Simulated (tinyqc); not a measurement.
## Ballistic conductance of a hard-wall strip of a two-dimensional electron gas by counting modes: conductance against Fermi energy

Subband edges E_n = C (n pi/W)^2/m, n = 1, 2, ...; C = hbar^2/(2 m0). Every mode transmits fully; spin gives the factor 2 in 2 q^2/h, valleys the factor gv.

G = (2 q^2/h) gv M; at zero temperature M counts the edges below Ef, at T it is the sum of degeneracy times f. The smooth (Sharvin) count is kF W/pi, kF = sqrt(m Ef/C), and with the boundary term kF W/pi - 1/2. f = 1/(1 + exp((E_n - Ef)/Vt)).

Values chosen for this exercise: temperature T = 4 K; mass m = 0.21 m0; valleys gv = 1; width W = 35 nm.

Constants: q = 1.602176634e-19 C, kB = 1.380649e-23 J/K, hbar = 1.054571817e-34 J s, h = 6.62607015e-34 J s, m0 = 9.1093837015e-31 kg, Vt = kB T/q, hbar^2/(2 m0) = 0.0380998212 eV nm^2. Results are converted to the units shown.

Result of one run:
```
M at T = 0	M at T	smooth count	with boundary term	G (uS)
11	11.00	11.67	11.17	852.3
```

Which Fermi energy above the 2D band edge Ef gave this result: 0.046, 0.142, 0.199 or 0.218 eV?

Ef = 0.199 eV.

The whole series:
```
Ef (eV)	M at T = 0	M at T	smooth count	with boundary term	G (uS)
0.027	4	4.000	4.298	3.798	309.9
0.046	5	5.000	5.610	5.110	387.4
0.065	6	6.000	6.668	6.168	464.9
0.084	7	7.000	7.581	7.081	542.4
0.104	8	8.000	8.435	7.935	619.8
0.123	9	9.000	9.173	8.673	697.3
0.142	9	9.000	9.856	9.356	697.3
0.161	10	10.00	10.49	9.995	774.8
0.18	11	11.00	11.10	10.60	852.3
0.199	11	11.00	11.67	11.17	852.3
0.218	12	12.00	12.21	11.71	929.8
```

The integer count climbs from 4 to 12; the smooth count goes as Ef^(0.50). In the last row M at T is 1.7 % below the smooth count and 2.5 % above the count with the boundary term: hard walls push the wave away from the edge and cost modes. The largest gap between M at T and the integer count is below 0.001.

Computed by the program tinyqc: `OMP_NUM_THREADS=1 python tinyqc.py 2740015 2740016 out.jsonl`, one thread of a shared Intel Xeon 2.30GHz, about 0.03 s for the whole run.
